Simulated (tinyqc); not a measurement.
Model-solid line-up of a strained alloy layer on a substrate: sweeps and comparisons. A value that a table varies takes the place of the one given here.

All values of the alloy are linear in x but the gap, Eg(x) = (1 - x) Eg_A + x Eg_B - C x (1 - x), and the valence edge, Ev(x) = (1 - x) Ev_A + x Ev_B + fv C x (1 - x); Ec = Ev + Eg. Ev is the top of the unstrained valence band on a scale common to all materials. In the layer only the Gamma valley of the conduction band is followed, also where an X or L valley would lie lower.

Coherent growth on a (001) face: e_par = (a_s - a)/a, e_perp = -2 (C12/C11) e_par; exx = eyy = e_par, ezz = e_perp, no shear.

Strained edges: Ec + ac tr(e); the valence edges are Ev plus the levels of the 6 x 6 matrix of X, Y, Z times spin with -Dso/3 + l exx + m (eyy + ezz) on the diagonal (cyclic), n exy off it, l = av + 2 b, m = av - b, n = sqrt(3) d. Spin-orbit term (Dso/3) L.sigma on X, Y, Z with (L_k)_ij = -i epsilon_kij: <X+|H|Y+> = -i Dso/3, <X+|H|Z-> = Dso/3, <Y+|H|Z-> = -i Dso/3, <Z+|H|X-> = -Dso/3, <Z+|H|Y-> = i Dso/3, <X-|H|Y-> = i Dso/3, and their conjugates; + and - are the spin along z.

dEc = Ec(substrate) - Ec(layer), dEv = Ev(layer) - Ev(substrate); positive values confine the carrier in the layer. Type I: both of one sign; type II: opposite signs; type III: the gaps do not overlap.

Coherent growth: e_par = (a_s - a)/a. (001): e_perp = -2 (C12/C11) e_par; exx = eyy = e_par, ezz = e_perp, no shear. (111): e_perp = -(2 C11 + 4 C12 - 4 C44)/(C11 + 2 C12 + 4 C44) e_par; exx = eyy = ezz = (2 e_par + e_perp)/3 and exy = eyz = ezx = (e_perp - e_par)/3. (110): e_perp = -(C11 + 3 C12 - 2 C44)/(C11 + C12 + 2 C44) e_par; exx = eyy = (e_par + e_perp)/2, ezz = e_par, exy = (e_perp - e_par)/2, eyz = ezx = 0.

Parameters, chosen for this exercise (A near InSb, B near InAs, substrate near GaSb; shifted at random, so the results belong to these values and not to a real crystal):

| symbol | value | unit | meaning |
|---|---|---|---|
| a | (6.484, 6.061) | angstrom | lattice constant of A, B |
| Eg | (0.235, 0.417) | eV | gap at Gamma to the s-like level of A, B |
| Dso | (0.807, 0.394) | eV | spin-orbit splitting of A, B |
| Ev | (0, -0.59) | eV | top of the unstrained valence band of A, B |
| ac | (-6.85, -5.07) | eV | conduction deformation potential of A, B |
| av | (0.37, 0.99) | eV | valence hydrostatic potential of A, B |
| b | (-1.98, -1.81) | eV | tetragonal shear potential of A, B |
| d | (-4.63, -3.56) | eV | trigonal shear potential of A, B |
| C11 | (68.9, 84.3) | GPa | of A, B |
| C12 | (37.1, 45) | GPa | of A, B |
| C44 | (31.1, 39.3) | GPa | of A, B |
| C | 0.604 | eV | bowing of the gap |
| fv | 0.75 |  | share of the bowing taken by the valence edge |
| a_s | 6.093 | angstrom | substrate |
| Eg_s | 0.806 | eV | lowest gap of the substrate |
| Ev_s | -0.03 | eV | substrate valence edge |
| face | 001 |  | growth face |
| x | 0.83 |  | fraction of B |

## Composition against offsets

Each composition is strained to the same substrate.

Results:

| x | e_par (%) | relaxed gap (eV) | strained gap (eV) | valence splitting (meV) | dEc (eV) | dEv (eV) | type |
|---|---|---|---|---|---|---|---|
| 0.48 | -2.99 | 0.172 | 0.239 | 184 | 0.608 | -0.041 | II |
| 0.55 | -2.53 | 0.186 | 0.241 | 160 | 0.665 | -0.100 | II |
| 0.62 | -2.07 | 0.206 | 0.250 | 135 | 0.719 | -0.163 | II |
| 0.69 | -1.60 | 0.231 | 0.265 | 107 | 0.771 | -0.230 | II |
| 0.77 | -1.06 | 0.268 | 0.290 | 74 | 0.828 | -0.312 | III |
| 0.84 | -0.58 | 0.307 | 0.318 | 42 | 0.875 | -0.387 | III |
| 0.91 | -0.10 | 0.351 | 0.353 | 7 | 0.920 | -0.467 | III |
| 0.98 | 0.39 | 0.402 | 0.364 | 30 | 0.962 | -0.520 | III |

The alloy matches the substrate at x = 0.924, where the top valence edge changes its character and the splitting passes through zero. The strained gap runs from 0.239 to 0.364 eV, against 0.172 to 0.402 eV for the relaxed alloy: strain takes back part of the change that the composition makes. Strains above 2 % can be kept only in layers of a few nanometres. The type changes: II to III between x = 0.69 and 0.77. Offsets below about 50 meV are within the spread of parameter sets, so those rows do not settle the type.

## The same layer on three faces

Composition and substrate are kept.

Results:

| face | e_perp (%) | tr(e) (%) | shift of Ec (meV) | shift of Ev (meV) | valence splitting (meV) | gap (eV) |
|---|---|---|---|---|---|---|
| (001) | 0.696 | -0.606 | 32.6 | 19.4 | 46.7 | 0.3140 |
| (111) | 0.378 | -0.923 | 49.6 | 14.1 | 42.2 | 0.3364 |
| (110) | 0.443 | -0.859 | 46.1 | 15.2 | 43.3 | 0.3318 |

The layer yields most along the normal on (001) and least on (111), so the volume change, and with it the shift of Ec, is largest on (111). The valence splitting, set by b on (001), by d on (111) and by both on (110), is largest on (001). The gaps span 22 meV, from (001) to (111).

## What each parameter does

Strained gap, valence splitting and offsets. Each row changes one parameter from the base and keeps the others.

Results:

| case | gap (eV) | splitting (meV) | dEc (eV) | dEv (eV) |
|---|---|---|---|---|
| base | 0.3140 | 46.7 | 0.8684 | -0.3764 |
| x = 0.81 | 0.3055 | 56.0 | 0.8551 | -0.3546 |
| a_s = 6.073 angstrom | 0.3206 | 68.0 | 0.8521 | -0.3667 |
| C = 0.704 eV | 0.2999 | 46.7 | 0.8719 | -0.3658 |
| fv = 0.95 | 0.3140 | 46.7 | 0.8513 | -0.3593 |
| Ev_s = 0.02 eV | 0.3140 | 46.7 | 0.9184 | -0.4264 |
| b = (-2.277, -2.081) eV | 0.3103 | 53.2 | 0.8684 | -0.3727 |
| ac = (-7.877, -5.83) eV | 0.3189 | 46.7 | 0.8635 | -0.3764 |
| d = (-5.324, -4.094) eV | 0.3140 | 46.7 | 0.8684 | -0.3764 |

The largest shifts from the base row, up to three for each result and ties (the steps differ in size, so this ranks the rows, not the parameters). gap (eV): C -0.0141, x -0.0085, a_s +0.0066; unchanged at the printed digits by fv, Ev_s and d. splitting (meV): a_s +21.2, x +9.3, b +6.5; unchanged at the printed digits by C, fv, Ev_s, ac and d. dEc (eV): Ev_s +0.0500, fv -0.0170, a_s -0.0163; unchanged at the printed digits by b and d. dEv (eV): Ev_s -0.0500, x +0.0218, fv +0.0170; unchanged at the printed digits by ac and d.

Run: tinyqc, `OMP_NUM_THREADS=1 python tinyqc.py 1051588 1051589 out.jsonl`; Intel(R) Xeon(R) Processor @ 2.30GHz, one thread, shared host; about 0.01 s of CPU time with all checks.
